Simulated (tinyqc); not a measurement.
From results back to parameters: hole subbands of a hard-walled well, four-band Luttinger model. Three cases, with inputs chosen for the exercise.

Problem. At k = 0 in a hard-walled well HHn = c (g1 - 2 g2)(n pi/L)^2 - Z0 and LHn = c (g1 + 2 g2)(n pi/L)^2 + Z0, c = hbar^2/2m0. Two spacings were computed from hidden g1 and g2.

Constants: hbar^2/2m0 = 3.80998211 eV angstrom^2.
Find: u = c (pi/L)^2; g2; g1.
Method. HH2 - HH1 = 3u (g1 - 2 g2) and LH1 - HH1 = 4 u g2 + 2 Z0.

Case 1.

Values chosen (out of a larger set: near those of AlAs; not measured data): L = 155 angstrom (well width along [001]); Z0 = 0 eV (shear strain energy).

HH2 - HH1 = 9.907 meV
LH1 - HH1 = 5.134 meV

Solution.

u = c (pi/L)^2 = 1.565 meV
g2 = 0.82
g1 = 3.75

Case 2.

Values chosen (out of a larger set: near those of Ge; not measured data): L = 90 angstrom (well width along [001]); Z0 = 0 eV (shear strain energy).

HH2 - HH1 = 64.343 meV
LH1 - HH1 = 79.663 meV

Solution.

u = c (pi/L)^2 = 4.642 meV
g2 = 4.29
g1 = 13.20

Case 3.

Values chosen (out of a larger set: near those of GaSb; not measured data): L = 60 angstrom (well width along [001]); Z0 = -0.0509 eV (shear strain energy).

HH2 - HH1 = 125.343 meV
LH1 - HH1 = 94.153 meV

Solution.

u = c (pi/L)^2 = 10.445 meV
g2 = 4.69
g1 = 13.38

Computed by tinyqc, one run a case: `OMP_NUM_THREADS=1 python tinyqc.py N N+1 out.jsonl` with N = 1280141, 1280178, 1280179; one thread of a shared Intel(R) Xeon(R) Processor @ 2.30GHz, about 0.3 s a run at most.
